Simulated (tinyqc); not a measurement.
Inside a calculation. Method: lattice vibrations of a chain. Computed by tinyqc, a small Python program that keeps every step. Command: `OMP_NUM_THREADS=1 python tinyqc.py 30232 30233 out.jsonl` (the two numbers bound the seeds that draw the settings). One thread of a shared host (Intel(R) Xeon(R) Processor @ 2.60GHz), about 0.01 s of CPU time with the checks.

## Dynamical matrix at q = 0.47

A chain moving along its axis:
```
atom               mass (u)  spring to the next atom (eV/angstrom^2)
1                   54.5000                                   4.4000
2                   30.5000                                   5.5000
3                   25.0000                                   9.3000
second neighbours         -                                   0.8000
```

q is in units of 2 pi/a. A spring k from atom i to atom j, n cells on, adds k to Phi_ii and Phi_jj, -k exp(2 pi i q n) to Phi_ij and the conjugate to Phi_ji (for one atom a cell: 2k (1 - cos 2 pi q n)); D_ij = Phi_ij / sqrt(m_i m_j).

D(q) (eV/(angstrom^2 u)):
```
                 1                2                3
1           0.2807  -0.0886+0.0037i   0.2258+0.0472i
2  -0.0886-0.0037i           0.3770  -0.1707+0.0054i
3   0.2258-0.0472i  -0.1707-0.0054i           0.6560
```

## Frequencies

omega^2 are the eigenvalues; wavenumber = 521.4708 sqrt(eigenvalue) 1/cm.

eigenvalues: 0.1676  0.3021  0.8441

wavenumbers (1/cm): 213.5  286.6  479.1

weights |e|^2 of the mass-weighted modes:
```
        mode 1  mode 2  mode 3
atom 1  0.8038  0.0361  0.1600
atom 2  0.0222  0.8339  0.1439
atom 3  0.1739  0.1300  0.6961
```

## Dispersion and heat capacity

C/k_B per atom = mean over q = (j + 1/2)/80, j = 0..39 and all branches of y^2 e^y/(e^y - 1)^2, y = hc wavenumber / k_B T.

Wavenumbers (1/cm):
```
q       branch 1  branch 2  branch 3
0.0000    0.0000  355.0818  480.8080
0.0625   33.8720  353.5550  480.7401
0.1250   67.3197  349.0005  480.5478
0.1875   99.9000  341.5066  480.2631
0.2500  131.1144  331.2610  479.9319
0.3125  160.3156  318.6488  479.6053
0.3750  186.4195  304.5458  479.3319
0.4375  206.9297  291.2971  479.1509
0.5000  215.6477  285.0098  479.0876
```

Heat capacity:
```
T (K)  C/k_B per atom
20             0.0566
50             0.1492
100            0.3338
200            0.6559
300            0.8121
600            0.9458
1200           0.9859
```

zero-point energy per atom = 19.2329 meV
